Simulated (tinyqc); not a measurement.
# Resistance of a source-drain extension with a graded tip: what changes with what

y runs along the channel, the gate covers y > 0. The doping is N0 for y < y0 and N0 10^(-(y - y0)/la) beyond, uniform over the depth xj. Sheet conductance s(y) = q mu(N) max(N - Nch, 0) xj + (for y > 0) ma Cox Vo, with mu(N) = u0 + (u1 - u0)/(1 + (N/Nr)^au) and Cox = eps0 eox/tox. Current is taken as one-dimensional; depletion of the tip, spreading and the contact are left out. The metallurgical junction lies at yj, where N = Nch.

Parameters, values chosen for the exercise; mobility law close to that of holes in silicon:
```
symbol,value,unit,meaning
eox,3.9,,relative permittivity of the gate insulator (close to silicon dioxide)
tox,2.4,nm,insulator thickness
N0,5.8e19,cm^-3,active doping of the extension far from the gate
la,5,nm/decade,lateral abruptness
y0,5,nm,position under the gate where the fall begins (gate edge at 0)
xj,29,nm,depth of the extension
Nch,3.3e18,cm^-3,channel doping
Ls,25,nm,spacer length
Vo,0.81,V,gate overdrive
ma,48,cm^2/(V s),mobility of the gate-induced layer
u1,470.5,cm^2/(V s),mobility at low doping
u0,44.9,cm^2/(V s),mobility at high doping
Nr,2.23e17,cm^-3,reference doping
au,0.719,,exponent
Lg,30,nm,gate length
```

Constants: q = 1.602176634e-19 C, eps0 = 8.8541878128e-14 F/cm where lengths are in cm. Results are converted to the units shown.

Each table varies one quantity; the others keep the values above.

## Abruptness at a fixed junction position

R_spacer = integral of dy/s from -Ls to 0, R_ov from 0 to yj, R_channel = (Lg - 2 yj)/(ma Cox Vo), R_total = 2 R_spacer + 2 R_ov + R_channel. Electrical length L_eff = ma Cox dR_total/d(1/Vo); R_series = R_total - L_eff/(ma Cox Vo). y0 is moved with la so that yj stays at 11.225 nm.

The same in every row: yj (nm) = 11.22; R_channel (ohm um) = 135.0.

Abruptness at a fixed junction position:
```
la (nm/decade)  R_spacer (ohm um)  R_ov (ohm um)  R_total (ohm um)  L_eff (nm)  R_series (ohm um)
1                           18.71          12.29             197.0       7.826              57.09
2.3                         18.71          17.79             208.0       8.137              62.53
3.6                         18.71          23.28             219.0       8.447              67.96
4.9                         18.71          28.78             230.0       8.758              73.40
6.1                         18.71          33.85             240.1       9.045              78.42
7.4                         18.71          39.35             251.1       9.355              83.86
8.7                         18.71          44.84             262.1       9.666              89.30
10                          18.85          50.21             273.1       9.975              94.78
```

As la goes from 1 to 10 nm/decade, R_total rises from 197 to 273 ohm um, R_spacer rises from 18.7 to 18.8 ohm um and R_ov rises from 12.3 to 50.2 ohm um. R_total changes on average by 8.46 ohm um for each nm/decade. L_eff exceeds the metallurgical length by 0.275 nm in the first row and 2.42 nm in the last, since the gate also controls the lightly doped tips.

## Effect of the depth of the extension

Same model as above.

The same in every row: yj (nm) = 11.22; R_channel (ohm um) = 135.0.

Results:
```
xj (nm)  R_spacer (ohm um)  R_ov (ohm um)  R_total (ohm um)  L_eff (nm)  R_series (ohm um)
4                    135.7          84.85             576.0       12.83              346.6
5.6                  96.90          72.64             474.1       11.78              263.4
7.7                  70.48          62.06             400.0       10.95              204.3
11                   49.33          51.43             336.5       10.18              154.5
15                   36.18          43.28             293.9       9.635              121.7
21                   25.84          35.56             257.8       9.152              94.19
40                   13.57          23.80             209.7       8.490              57.96
```

Estimate the missing row, xj = 29 nm.

Computed row:
```
xj (nm)  R_spacer (ohm um)  R_ov (ohm um)  R_total (ohm um)  L_eff (nm)  R_series (ohm um)
29                   18.71          29.20             230.8       8.782              73.82
```

With this row back in the table: As xj goes from 4 to 40, R_total falls from 576 to 210 ohm um, L_eff falls from 12.8 to 8.49 nm and R_series falls from 347 to 58.0 ohm um.

Computed by the program tinyqc: `OMP_NUM_THREADS=1 python tinyqc.py 2282055 2282056 out.jsonl`, one thread of a shared Intel Xeon 2.30GHz, about 0.05 s for the whole run.
